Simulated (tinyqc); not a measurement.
Capacitance measurement on a leaky thin oxide: effects of series resistance and leakage: effect of the series resistance.

The device is a capacitance C in parallel with a leakage conductance G, in series with Rs and Ls. An impedance meter reports either a parallel pair (Cp, Gp) from Y = 1/Z = Gp + i w Cp or a series pair (Cs, Rm) from Z = Rm + 1/(i w Cs); w = 2 pi f, dissipation D = Gp/(w |Cp|).

EOT = 3.9 tox/eox; CET = EOT + zc + zp; C = 3.9 eps0 A/CET; G = Jg A/Vs. Z = Rs + i w Ls + 1/(G + i w C); CET read from Cp = 3.9 eps0 A/Cp; errors under 0.001 % are printed as 0.

Values chosen for this exercise; values of the order met in thin-oxide MOS capacitors:
```
symbol  value    unit                                                                 meaning
eox       3.9          relative permittivity of the gate insulator (close to silicon dioxide)
tox       2.8      nm                                                     insulator thickness
A       10000    um^2                                                               gate area
zc       0.38      nm              oxide-equivalent thickness added by the accumulation layer
zp       0.28      nm                      oxide-equivalent thickness added by gate depletion
Jg       0.02  A/cm^2              gate leakage current density, not matched to the thickness
Vs       0.39       V                               voltage for an e-fold rise of the leakage
Ls         11      nH                                                       series inductance
f         1e5      Hz                                                     measuring frequency
```

Constants: eps0 = 8.8541878128e-14 F/cm where lengths are in cm. Results are converted to the units shown.

The same in every row: C (pF) = 99.802; Cs (pF) = 100.47.

Effect of the series resistance:
```
Rs (ohm),Cp (pF),D,error of Cp (%),error of Cs (%),CET read from Cp (nm)
1,99.801,0.081843,0,0.669,3.4600
3,99.799,0.081970,-3.04e-3,0.669,3.4601
10,99.791,0.082412,-0.0103,0.669,3.4604
30,99.771,0.083674,-0.0311,0.669,3.4611
100,99.695,0.088093,-0.106,0.669,3.4637
300,99.460,0.10072,-0.342,0.669,3.4719
1000,98.403,0.14491,-1.40,0.669,3.5092
3000,93.588,0.27116,-6.23,0.669,3.6897
```

As Rs goes from 1 to 3000, the error of Cp goes from 0 to -6.23 %, that of Cs from 0.669 to 0.669 %, and D rises from 0.0818 to 0.271. The CET read from Cp goes from 3.46 to 3.69 nm against the true 3.46 nm. Rs does not enter the imaginary part of Z, so Cs does not depend on it.

tinyqc, about 0.01 s, one thread, Intel Xeon 2.30GHz (shared host): `OMP_NUM_THREADS=1 python tinyqc.py 2022186 2022187 out.jsonl`
